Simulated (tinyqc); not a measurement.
Coherent transport through a tight-binding region between two chains, step by step. One step of it, computed by the program tinyqc.

Question. Transmission at E = 0.09 eV. Surface Green function g = (E - i sqrt(4 t^2 - E^2)) / (2 t^2); self-energy tc^2 g on each contact site; G = (E - H - Sigma)^(-1); Gamma = -2 Im Sigma; T = Gamma_L Gamma_R |G_LR|^2; local density of states -Im G_ii / pi.

H of the central region (eV):
```
           1          2          3          4          5
1   0.000000  -1.090000   0.000000   0.000000   0.000000
2  -1.090000   1.110000  -1.000000   0.000000   0.000000
3   0.000000  -1.000000   1.110000  -0.400000   0.000000
4   0.000000   0.000000  -0.400000   1.110000  -1.090000
5   0.000000   0.000000   0.000000  -1.090000   0.000000
```

Leads: semi-infinite chains with site energy 0:

| parameter | value |
|---|---|
| lead hopping t (eV) | 2.040000 |
| coupling to the left lead (eV) | 1.200000 |
| coupling to the right lead (eV) | 0.950000 |
| left contact site | 1 |
| right contact site | 5 |

E = 0.090000 eV

Give: g; G; local density of states; transmission.

Answer.

g = 0.0108-0.4901i 1/eV

G (1/eV):
```
                 1                2                3                4
1   0.0125-0.0384i   0.8917-0.0055i   0.8959+0.0362i   0.0553+0.1061i
2   0.8917-0.0055i  -0.0644-0.5770i  -0.0377-0.5825i   0.0649-0.0430i
3   0.8959+0.0362i  -0.0377-0.5825i  -1.0150-0.6337i   0.0060-0.1595i
4   0.0553+0.1061i   0.0649-0.0430i   0.0060-0.1595i  -0.1471-0.2992i
5  -0.2770+0.0860i   0.0746+0.1735i   0.3781+0.0833i   0.7776-0.2215i

                 5
1  -0.2770+0.0860i
2   0.0746+0.1735i
3   0.3781+0.0833i
4   0.7776-0.2215i
5   0.5889-0.2378i
```

local density of states (1/eV): 0.0122  0.1837  0.2017  0.0952  0.0757

transmission = 0.1051
